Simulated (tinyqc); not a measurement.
# Frequency dispersion of an accumulation capacitance by border traps, distributed model: effects of single changes

Traps spread evenly through the insulator exchange electrons with the semiconductor by tunnelling, with tau(x) = t0 exp(2 ka x) at depth x from the interface. The admittance per area Y seen at depth x obeys dY/dx = -Y^2/(i w eps0 eox) + q Nb ln(1 + i w tau)/tau, with Y(0) = i w Cs and w = 2 pi f; the gate sees Y(tox) = G + i w C. Working variable y = Y/(i w), in uF/cm^2. Cox = eps0 eox/tox.

Parameters, values chosen for the exercise; permittivity close to that of hafnium oxide: relative permittivity of the insulator eox = 19.3; insulator thickness tox = 3.8 nm; semiconductor capacitance in accumulation Cs = 7.5 uF/cm^2; density of border traps Nb = 8.8e19 cm^-3 eV^-1; decay constant of the wave function in the insulator ka = 3.8 1/nm; time constant of a trap at the interface t0 = 2e-10 s; frequency f = 1e6 Hz.

Constants: q = 1.602176634e-19 C, eps0 = 8.8541878128e-14 F/cm where lengths are in cm. Results are converted to the units shown.

Each table varies one quantity; the others keep the values above.

## Capacitance and loss against frequency

Cox; trap-free value 1/(1/Cox + 1/Cs); response depth d = ln(1/(w t0))/(2 ka), where w tau = 1; lumped estimate: all traps within d act as C_bt = q Nb d placed at d/2, so C = 1/{1/[1/(1/Cs + d/(2 eps0 eox)) + C_bt] + (tox - d/2)/(eps0 eox)}. C and G from a fine integration; dispersion -d C/d log10 f over C, from f times and over 1.1. For a broad spread of time constants G/w is close to -(pi/2) dC/d ln w.

The same in every row: trap-free C (uF/cm^2) = 2.811.

Capacitance and loss against frequency:
```
f (Hz),d (nm),C (uF/cm^2),G/w (uF/cm^2),dispersion (% a decade),-(pi/2) dC/d ln w (uF/cm^2),lumped C (uF/cm^2)
10,2.394,3.866,0.1490,5.628,0.1484,3.664
100,2.091,3.663,0.1289,5.141,0.1285,3.511
1000,1.788,3.487,0.1118,4.684,0.1114,3.372
10000,1.485,3.335,0.09700,4.251,0.09671,3.247
1e5,1.182,3.203,0.08401,3.835,0.08379,3.135
1e6,0.8789,3.089,0.07247,3.431,0.07230,3.035
1e7,0.5759,2.991,0.06200,3.038,0.06198,2.947
```

What does the table show?

C falls from 3.866 to 2.991 uF/cm^2, towards the trap-free 2.811; each decade of frequency removes ln 10/(2 ka) = 0.303 nm from the response depth. The dispersion falls from 5.63 to 3.04 % a decade and G/w falls from 0.149 to 0.0620 uF/cm^2. G/w stays at 1.00 times -(pi/2) dC/d ln w, the relation for a broad spread of time constants.

## Effect of the semiconductor capacitance in accumulation

Same model as above.

The same in every row: d (nm) = 0.8789.

Effect of the semiconductor capacitance in accumulation:
```
Cs (uF/cm^2),C (uF/cm^2),G/w (uF/cm^2),dispersion (% a decade),-(pi/2) dC/d ln w (uF/cm^2),lumped C (uF/cm^2),trap-free C (uF/cm^2)
0.2,1.257,0.1850,21.47,0.1842,1.121,0.1915
0.39,1.362,0.1772,18.99,0.1764,1.232,0.3589
0.75,1.543,0.1640,15.52,0.1634,1.422,0.6428
1.4,1.822,0.1447,11.60,0.1442,1.716,1.068
2.8,2.276,0.1159,7.444,0.1156,2.191,1.726
5.4,2.812,0.08609,4.479,0.08592,2.748,2.454
10,3.321,0.06198,2.728,0.06180,3.274,3.102
20,3.795,0.04319,1.658,0.04292,3.761,3.671
```

As Cs goes from 0.2 to 20, C rises from 1.26 to 3.80 uF/cm^2, the dispersion falls from 21.5 to 1.66 % a decade and G/w falls from 0.185 to 0.0432 uF/cm^2. The lumped estimate is 11 % below C in the first row and 0.90 % below it in the last. The same traps disperse C more when Cs is small, since they then add to the weaker series term.

tinyqc, about 0.3 s, one thread, Intel Xeon 2.30GHz (shared host): `OMP_NUM_THREADS=1 python tinyqc.py 2202153 2202154 out.jsonl`
